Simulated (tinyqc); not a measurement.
# Disorder broadening of a flat band (such as a Landau level) in the self-consistent Born approximation: two studies

The local Green function is G = g0(z - Sigma) with z = E + i eta and g0(z) = 1/z; the self-energy is Sigma = D G. The density of states is -Im G/pi.

Values chosen for this exercise: variance of the random potential D = 1.2 eV^2; bare broadening eta = 0.36 eV; energy from the band centre E = -1.275 eV.

Each table varies one quantity; the others keep the values above.

## Effect of the mixing

G = g0(z - Sigma), Sigma(out) = D G, Sigma(new) = Sigma + mix (Sigma(out) - Sigma). Iterations from Sigma = 0 until |Sigma(out) - Sigma| < 1e-10 eV, at most 500. The factor is |1 - mix + mix L|, L = d Sigma(out)/d Sigma at the solution.

Effect of the mixing:

| mix | iterations | factor |
|---|---|---|
| 0.1 | 184 | 0.8788 |
| 0.2 | 89 | 0.7636 |
| 0.3 | 58 | 0.6574 |
| 0.5 | 36 | 0.4957 |
| 0.7 | 32 | 0.4613 |
| 0.85 | 40 | 0.5376 |
| 1 | 61 | 0.6720 |

What does the table show?

L = -0.234+0.630i. The fewest iterations, 32, come at mix = 0.7; the smallest factor, 0.461, is at mix = 0.7. As a function of mix the factor has its minimum at Re(1 - L)/|1 - L|^2 = 0.643, below 1, so damping helps.

## Density of states across the band

Sigma is iterated to self-consistency (retarded branch, Im Sigma < 0); first Born means Sigma = D g0(z) put once into G = g0(z - Sigma); clean means Sigma = 0. Closed form: G = (z - sqrt(z^2 - 4 D))/(2 D) with the root that gives Im G < 0; for eta -> 0 a semi-ellipse of half-width 2 sqrt(D).

Density of states across the band:

| E (eV) | Re Sigma (eV) | Im Sigma (eV) | DOS, self-consistent (1/eV) | DOS, first Born (1/eV) | DOS, clean (1/eV) |
|---|---|---|---|---|---|
| 0 | 0 | -0.93014 | 0.24673 | 0.086185 | 0.88419 |
| 0.263 | 0.11003 | -0.92253 | 0.24471 | 0.098666 | 0.57651 |
| 0.526 | 0.21914 | -0.89942 | 0.23858 | 0.14701 | 0.28205 |
| 0.789 | 0.32622 | -0.85992 | 0.22810 | 0.27191 | 0.15236 |
| 1.052 | 0.42962 | -0.80235 | 0.21283 | 0.44784 | 0.092689 |
| 1.315 | 0.52658 | -0.72401 | 0.19205 | 0.33189 | 0.061647 |
| 1.577 | 0.61137 | -0.62128 | 0.16480 | 0.16638 | 0.043795 |
| 1.84 | 0.67240 | -0.48881 | 0.12966 | 0.090321 | 0.032599 |
| 2.103 | 0.68241 | -0.33281 | 0.088280 | 0.055581 | 0.025173 |
| 2.366 | 0.62417 | -0.20105 | 0.053330 | 0.037586 | 0.020007 |
| 2.629 | 0.54616 | -0.12795 | 0.033940 | 0.027182 | 0.016274 |

What does the table show?

The self-consistent density of states falls from 0.247 to 0.0339 1/eV. It drops to the tail left by eta beyond 2 sqrt(D) = 2.19 eV. By ratio, first Born differs most at E = 0 eV, where it is 0.35 times the self-consistent value.

Range of the model: The self-consistent Born approximation misses band tails from rare fluctuations and localisation.

Computed by the program tinyqc: `OMP_NUM_THREADS=1 python tinyqc.py 2720106 2720107 out.jsonl`, one thread of a shared Intel Xeon 2.30GHz, about 0.01 s for the whole run.
